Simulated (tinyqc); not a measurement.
# Changing the stress X (tension positive)

Model: strain, valley repopulation and piezoresistance in a many-valley conduction band. Computed by tinyqc, a small Python program. Command: `OMP_NUM_THREADS=1 python tinyqc.py 3027311 3027312 out.jsonl valleys sweep`. One thread of a shared host (Intel(R) Xeon(R) Processor @ 2.30GHz), about 0.04 s of CPU time with the checks.

Valleys are ellipsoids with mass m_l along the axis a and m_t across it, parabolic, with one constant relaxation time; strain shifts the valleys and leaves the masses alone. Currents are taken along [100], in the plane, and along [001], across the plane.

Inputs (values chosen for the exercise, for a model crystal):

| quantity | value | unit |
|---|---|---|
| longitudinal mass m_l | 1.12 | m_0 |
| transverse mass m_t | 0.148 | m_0 |
| shear deformation potential Xi_u | 9.3 | eV |
| dilation deformation potential Xi_d | 1.2 | eV |
| C11 | 177 | GPa |
| C12 | 58.7 | GPa |
| C44 | 80.2 | GPa |
| electron density n | 3.3e+19 | 1/cm^3 |
| relaxation time tau | 140 | fs |
| temperature T | 400 | K |

Valley axes: <100> (6 valleys in 3 pairs). Load: biaxial in the (001) plane.

Constants: k_B = 8.617333262e-05 eV/K; m_0 = 9.1093837015e-31 kg; k_B = 1.380649e-23 J/K; hbar = 1.054571817e-34 J s; e = 1.602176634e-19 C.

Method:
- Compliances S11 = (C11 + C12)/((C11 - C12)(C11 + 2 C12)), S12 = -C12/((C11 - C12)(C11 + 2 C12)), S44 = 1/C44; stress sigma_xx = sigma_yy = X, all else 0; e_xx = S11 sigma_xx + S12 (sigma_yy + sigma_zz), e_xy = S44 sigma_xy/2 (tensor strain).
- Herring-Vogt shift of a valley with unit axis a: dE = Xi_d tr(e) + Xi_u a.e.a.
- Each of the 6 valleys holds n_v = N_v (2/sqrt(pi)) F_1/2((E_F - dE_v)/(k_B T)), N_v = 2 (m_d k_B T/(2 pi hbar^2))^(3/2), m_d = (m_l m_t^2)^(1/3); E_F solves sum n_v = n and is counted from the unstrained edge.
- F_j(eta) = int_0^infinity x^j/(1 + exp(x - eta)) dx, without a gamma-function factor. It is evaluated after integrating by parts.
- Integrals over x = E/(k_B T) use 160 Gauss-Legendre points in u = sqrt(x) from 0 to sqrt(max(eta, 0) + 32).
- Mobility tensor mu = e tau sum_v (n_v/n) [1/m_t + (1/m_l - 1/m_t) a a^T]; unstrained mu_0 = e tau (1/m_l + 2/m_t)/3; resistivity along d from the inverse tensor, rho_d = d.mu^-1.d/(n e), mobility along d = 1/(d.mu^-1.d); gauge pi_d = (rho_d/rho_0 - 1)/X.

One run for each value:

| stress X (tension positive) (MPa) | mobility along the first direction (cm^2/(V s)) | mobility along the second direction (cm^2/(V s)) | Fermi level E_F (meV) | splitting (highest minus lowest) (meV) |
|---|---|---|---|---|
| -2000 | 948 | 1652 | -84.26 | 157.2 |
| -1560 | 957 | 1632 | -60.56 | 122.6 |
| -1110 | 982 | 1583 | -37.39 | 87.3 |
| -667 | 1034 | 1480 | -16.72 | 52.4 |
| -222 | 1124 | 1299 | 0.60 | 17.5 |
| 222 | 1247 | 1054 | 13.55 | 17.5 |
| 667 | 1381 | 785 | 21.76 | 52.4 |
| 1110 | 1500 | 548 | 24.90 | 87.3 |
| 1560 | 1584 | 379 | 22.98 | 122.6 |
| 2000 | 1630 | 288 | 17.10 | 157.2 |

Describe and explain the trends.

Over the rows, mobility along the first direction (cm^2/(V s)) rises from 948 to 1630; mobility along the second direction (cm^2/(V s)) falls from 1650 to 288; Fermi level E_F (meV) goes from -84.3 through a maximum among these rows, 24.9 at 1110, to 17.1. The sign of the stress decides which valleys drop; electrons gather there, and each direction then sees the mix of light and heavy mass that those valleys present to it, until the upper valleys are empty.

Caution (rows -2000, 2000): strain near 1 % also warps the bands and changes masses and intervalley scattering, which this model leaves out.

Extremes, crossings and ranges named in words are read from the listed rows.
